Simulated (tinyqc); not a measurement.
Schottky diode by the thermionic emission-diffusion theory: two steps of the calculation.

Metal on an n-type semiconductor with one parabolic valley; V > 0 is forward bias (metal positive). The band bends as a parabola over the depletion layer, by Vd = Vbi - V; no image force. Carriers drift and diffuse up to the interface and leave it with the velocity vR.

Parameters, values chosen for the exercise; band and dielectric values close to those of gallium arsenide:

| symbol | value | unit | meaning |
|---|---|---|---|
| T | 300 | K | temperature |
| me | 0.0671 | m0 | electron mass |
| phi | 0.57 | eV | barrier height seen from the metal |
| Nd | 2.3e15 | cm^-3 | donor density |
| V | 0.047 | V | bias |

Constants: q = 1.602176634e-19 C, kB = 1.380649e-23 J/K, h = 6.62607015e-34 J s, m0 = 9.1093837015e-31 kg, Vt = kB T/q. Results are converted to the units shown.

Problem 1. Emission velocity. A* = 4 pi q me m0 kB^2/h^3 (times 1e-4 for A/(cm^2 K^2)); Nc = 2 (2 pi me m0 kB T/h^2)^1.5 (times 1e-6 for cm^-3); Vbi = phi - Vt ln(Nc/Nd); vR = A* T^2/(q Nc).

Find: A*; Nc; Vbi; vR.

Solution 1.

A* = 8.0636 A/(cm^2 K^2)
Nc = 4.3617e17 cm^-3
Vbi = 0.43440 V
vR = 1.0385e7 cm/s

vR equals sqrt(kB T/(2 pi me m0)).

Problem 2. Current density. J = q Nc [vR vD/(vR + vD)] exp(-phi/Vt) [exp(V/Vt) - 1]. The quasi-Fermi level drops by Vt ln[(vR + vD)/(vD + vR exp(-V/Vt))] over the layer.

Nc = 4.3617000e17 cm^-3
vR = 1.0385002e7 cm/s
vD = 3.6862001e7 cm/s

Find: effective velocity; J; J over the pure emission value; drop of the quasi-Fermi level over the layer.

Solution 2.

effective velocity = 8.1024e6 cm/s
J = 7.7630e-4 A/cm^2
J over the pure emission value = 0.78020
drop of the quasi-Fermi level over the layer = 5.2605 meV

Computed by the program tinyqc: `OMP_NUM_THREADS=1 python tinyqc.py 2640142 2640143 out.jsonl`, one thread of a shared Intel Xeon 2.30GHz, about 0.01 s for the whole run.
